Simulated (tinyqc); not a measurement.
# Floating body of a partially depleted SOI transistor: body voltage and kink: output curve and kink

Source at 0 V. Channel current Ic = 2 nf K Vt^2 [F(0) - F(Vd)](1 + la Vd), F(V) = ln^2(1 + exp((Vg - VT - nf V)/(2 nf Vt))), VT = VT0 - gb Vb. Saturation voltage Vs = 2 Vt sqrt(F(0)) + 3 Vt, excess Ve = (Vd - Vs + sqrt((Vd - Vs)^2 + 0.0004 V^2))/2, multiplication M1 = Ai Ve exp(-Bl/Ve). Each junction passes D(v) = J1 (exp(v/Vt) - 1) + J2 (exp(v/(2 Vt)) - 1). Bipolar current Ib = bb J1 (exp(Vb/Vt) - 1). The body settles where M1 (Ic + Ib) = D(Vb) + D(Vb - Vd) + Vb/Rb; drain current Id = (1 + M1)(Ic + Ib) - D(Vb - Vd).

Rows with more than one solution for Vb (latch) are left out; dId/dVd by a forward difference over 1e-4 V, swing = 1e-4 V over the change of log10 Id; M1 under 1e-12 is printed as 0.

Parameters, values chosen for the exercise; values of the order met in partially depleted silicon-on-insulator transistors: temperature T = 300 K; threshold at zero body voltage VT0 = 0.44 V; fall of the threshold per volt of body voltage gb = 0.17; slope factor nf = 1.43; gain factor per width K = 410 uA/(V^2 um); channel-length modulation factor la = 0.07 1/V; impact-ionisation prefactor Ai = 3.79 1/V; impact-ionisation voltage Bl = 7.3 V; diffusion saturation current of each junction J1 = 3.4e-13 uA/um; recombination saturation current of each junction J2 = 7.8e-8 uA/um; gain of the lateral bipolar transistor on the diffusion current bb = 0.5; resistance of a weak body tie to the source (1e9 stands for no tie, and the term is then dropped) Rb = 5000 kohm um; gate voltage Vg = 0.71 V.

Constants: q = 1.602176634e-19 C, kB = 1.380649e-23 J/K, Vt = kB T/q. Results are converted to the units shown.

Result of one run:
```
Vd (V)  Vb (V)      M1  Id, floating (uA/um)  Id, grounded (uA/um)  ratio  dId/dVd, floating (uS/um)  dId/dVd, grounded (uS/um)
2.2     0.7736  0.1325                 32.15                 14.28  2.252                      20.12                      5.932
```

What becomes of these results when the drain voltage Vd is changed from 2.2 to 1.4 V, all else the same?

Result of the changed run:
```
Vd (V)  Vb (V)        M1  Id, floating (uA/um)  Id, grounded (uA/um)  ratio  dId/dVd, floating (uS/um)  dId/dVd, grounded (uS/um)
1.4     0.4472  0.004751                 19.01                 11.72  1.623                      62.48                      1.268
```

The whole series:
```
Vd (V)    Vb (V)        M1  Id, floating (uA/um)  Id, grounded (uA/um)  ratio  dId/dVd, floating (uS/um)  dId/dVd, grounded (uS/um)
0.8     1.260e-4  2.244e-6                 11.19                 11.19  1.000                     0.7901                     0.7425
1       0.007360  1.287e-4                 11.44                 11.34  1.009                      2.306                     0.7641
1.2      0.08132  0.001285                 12.67                 11.50  1.102                      12.69                     0.8959
1.4       0.4472  0.004751                 19.01                 11.72  1.623                      62.48                      1.268
1.6       0.6922   0.01387                 24.41                 12.03  2.029                      9.953                      1.965
1.8       0.7308   0.03527                 26.35                 12.52  2.104                      10.38                      3.003
2         0.7551   0.07339                 28.77                 13.25  2.170                      14.14                      4.345
2.2       0.7736    0.1325                 32.15                 14.28  2.252                      20.12                      5.932
```

Vb rises from 1.26e-4 to 0.774 V and the ratio of the currents rises from 1.00 to 2.25. The output conductance with a floating body exceeds the grounded value by the largest factor among the rows, 49.3, at Vd = 1.4 V, where Vb = 0.447 V and M1 = 0.00475.

Range of the model: The multiplication law is an empirical form chosen for the exercise; self-heating and capacitive coupling to the body are left out, and the linear laws are rough once Vb passes about 0.7 V or M1 about 0.1.

Computed by the program tinyqc: `OMP_NUM_THREADS=1 python tinyqc.py 2182001 2182002 out.jsonl`, one thread of a shared Intel Xeon 2.30GHz, about 0.2 s for the whole run.
